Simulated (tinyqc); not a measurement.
# Off-state leakage of single and stacked transistors: two studies

n-channel devices of unit width. Subthreshold current I(Vg, Vs, Vd) = I0 (T/300 K)^0.5 exp[(Vg - Vs - VT(T) - gb (Vs - Vb) + dd (Vd - Vs))/(nf Vt)] (1 - exp(-(Vd - Vs)/Vt)), VT(T) = VT - cT (T - 300 K). Gate-edge tunnelling Ig (Vd/1 V) exp(ag (Vd - 1 V)), for a gate at 0 V, and band-to-band leakage Ab u exp(-Bb/u), u = Vd - Vb + 1 V, flow at a drain held at V; both are taken as independent of T. In a stack of off transistors (all gates at 0 V) the same subthreshold current passes through each.

Parameters, values chosen for the exercise; values of the order met in bulk silicon logic transistors:
- T = 300 K (temperature)
- V = 0.9 V (supply voltage)
- VT = 0.47 V (threshold at 300 K, zero drain and body bias)
- cT = 0.9 mV/K (fall of the threshold with temperature)
- I0 = 0.45 uA/um (current at threshold at 300 K)
- nf = 1.35 (slope factor)
- dd = 0.05 (drain-induced lowering per volt)
- gb = 0.1 (rise of the threshold per volt of source-body bias)
- Ig = 0.0001 uA/um (gate-edge tunnelling current at 1 V)
- ag = 5.5 1/V (exponential slope of the gate current)
- Ab = 5 uA/(um V) (prefactor of band-to-band leakage at the drain)
- Bb = 24 V (its exponential voltage)
- Vb = -0.3 V (body voltage)

Constants: q = 1.602176634e-19 C, kB = 1.380649e-23 J/K, Vt = kB T/q. Results are converted to the units shown.

Each table varies one quantity; the others keep the values above.

## Subthreshold current against the height of the stack

All n gates at 0 V, bottom source at 0 V, top drain at V; node voltages follow from equal currents.

Results:

| n | I (nA/um) | reduction factor | drain voltage of the bottom device (mV) | source voltage of the top device (mV) | voltage across the top device (V) |
|---|---|---|---|---|---|
| 1 | 9.800e-4 | 1.000 | 900.0 | 0 | 0.9000 |
| 2 | 2.339e-4 | 4.191 | 43.48 | 43.48 | 0.8565 |
| 4 | 9.511e-5 | 10.30 | 11.01 | 70.79 | 0.8292 |
| 5 | 7.356e-5 | 13.32 | 8.114 | 78.58 | 0.8214 |
| 6 | 6.002e-5 | 16.33 | 6.433 | 84.76 | 0.8152 |

Estimate the missing row, n = 3.

Computed row:

| n | I (nA/um) | reduction factor | drain voltage of the bottom device (mV) | source voltage of the top device (mV) | voltage across the top device (V) |
|---|---|---|---|---|---|
| 3 | 1.349e-4 | 7.267 | 17.28 | 60.19 | 0.8398 |

With this row back in the table: The second transistor cuts the current by a factor of 4.19, the third by a further 1.73 and the sixth by 1.23. The top device keeps 90.6 % of the supply at n = 6, while the drain voltage of the bottom one falls to 0.249 Vt.

## Leakage components against the body voltage

Same model as above.

One transistor with Vg = Vs = 0, Vd = V; stack factor I(one)/I(two in series).

The same in every row: gate edge (nA/um) = 0.05193; stack factor = 4.191.

Result of one run:

| Vb (V) | subthreshold (nA/um) | band-to-band (nA/um) | total (nA/um) | largest part |
|---|---|---|---|---|
| -1 | 1.319e-4 | 3.692 | 3.744 | band-to-band |

What becomes of these results when the body voltage Vb is changed from -1 to -0.8 V, all else the same?

Result of the changed run:

| Vb (V) | subthreshold (nA/um) | band-to-band (nA/um) | total (nA/um) | largest part |
|---|---|---|---|---|
| -0.8 | 2.339e-4 | 1.862 | 1.914 | band-to-band |

The whole series:

| Vb (V) | subthreshold (nA/um) | band-to-band (nA/um) | total (nA/um) | largest part |
|---|---|---|---|---|
| 0.2 | 0.004106 | 0.006284 | 0.06232 | gate edge |
| 0 | 0.002315 | 0.03104 | 0.08528 | gate edge |
| -0.2 | 0.001305 | 0.1142 | 0.1675 | band-to-band |
| -0.4 | 7.359e-4 | 0.3380 | 0.3907 | band-to-band |
| -0.6 | 4.149e-4 | 0.8466 | 0.8989 | band-to-band |
| -0.8 | 2.339e-4 | 1.862 | 1.914 | band-to-band |
| -1 | 1.319e-4 | 3.692 | 3.744 | band-to-band |
| -1.2 | 7.435e-5 | 6.731 | 6.783 | band-to-band |
| -1.4 | 4.192e-5 | 11.45 | 11.51 | band-to-band |

As Vb goes from 0.2 to -1.4, the total leakage rises from 0.0623 to 11.5 nA/um. The gate edge part leads at Vb = 0.2, the band-to-band part from -0.2 on. The reduction by a stack of two stays at 4.19, for the subthreshold part alone. For Vb = 0.2 the body is forward biased; the junction current, left out, is still small at this voltage.

tinyqc, about 0.03 s, one thread, Intel Xeon 2.30GHz (shared host): `OMP_NUM_THREADS=1 python tinyqc.py 2242006 2242007 out.jsonl`
